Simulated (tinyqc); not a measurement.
## Bandgap voltage reference from two bipolar transistors: effect of the output resistor at T0

Two transistors of area 1 and N carry the same current I. Is(T) = Is (T/T0)^eta exp[(Vg0 q/kB)(1/T0 - 1/T)], VBE1 = Vt ln(I/Is(T)) + I rb, VBE2 = Vt ln(I/(N Is(T))) + I rb/N. The amplifier forces I R1(T) = VBE1 - VBE2 + Vos, with R(T) = R (1 + tc (T - T0)) for both resistors, and the output is Vref = VBE1 + I R2(T). Base currents and the Early effect are neglected.

Vt = kB T/q; I = (Vt ln N + Vos)/(R1(T) - rb (1 - 1/N)). Box coefficient: span of Vref between 233 and 398 K over its average over T and over 165 K. The last column is the R2 that gives zero slope at T0.

Parameters, values chosen for the exercise; values of the order met in silicon bipolar transistors:
- T0 = 300 K (reference temperature)
- Vg0 = 1.167 V (band-gap voltage extrapolated to 0 K)
- eta = 3.4 (temperature exponent of the saturation current)
- Is = 1.2e-16 A (saturation current of the unit transistor at T0)
- N = 15 (area ratio of the second transistor)
- R1 = 35 kohm (resistor across which the difference of VBE falls, at T0)
- tc = 0 ppm/K (temperature coefficient of both resistors)
- Vos = 0 mV (offset of the amplifier)
- rb = 0 ohm (series resistance of the unit transistor)

Constants: q = 1.602176634e-19 C, kB = 1.380649e-23 J/K. Results are converted to the units shown.

Result of one run:
```
R2 (kohm),I at T0 (uA),Vref at T0 (V),slope at T0 (uV/K),box coefficient (ppm/K),R2 for zero slope (kohm)
316.5,2.000,1.242,41.68,28.41,310.2
```

What becomes of these results when the output resistor at T0 R2 is changed from 316.5 to 294.7 kohm, all else the same?

Result of the changed run:
```
R2 (kohm),I at T0 (uA),Vref at T0 (V),slope at T0 (uV/K),box coefficient (ppm/K),R2 for zero slope (kohm)
294.7,2.000,1.198,-103.7,93.41,310.2
```

The whole series:
```
R2 (kohm),I at T0 (uA),Vref at T0 (V),slope at T0 (uV/K),box coefficient (ppm/K),R2 for zero slope (kohm)
285.4,2.000,1.179,-165.7,147.7,310.2
294.7,2.000,1.198,-103.7,93.41,310.2
304,2.000,1.217,-41.66,41.20,310.2
310.2,2.000,1.229,-0.3202,14.96,310.2
316.5,2.000,1.242,41.68,28.41,310.2
325.8,2.000,1.260,103.7,75.88,310.2
335.1,2.000,1.279,165.7,123.1,310.2
```

As R2 goes from 285.4 to 335.1, Vref rises from 1.179 to 1.279 V and the box coefficient goes from 148 through a minimum of 15.0 (at R2 = 310.2 among the rows listed) to 123 ppm/K. One per cent in R2 moves the slope by 20.7 uV/K.

Computed by the program tinyqc: `OMP_NUM_THREADS=1 python tinyqc.py 2062207 2062208 out.jsonl`, one thread of a shared Intel Xeon 2.30GHz, about 0.03 s for the whole run.
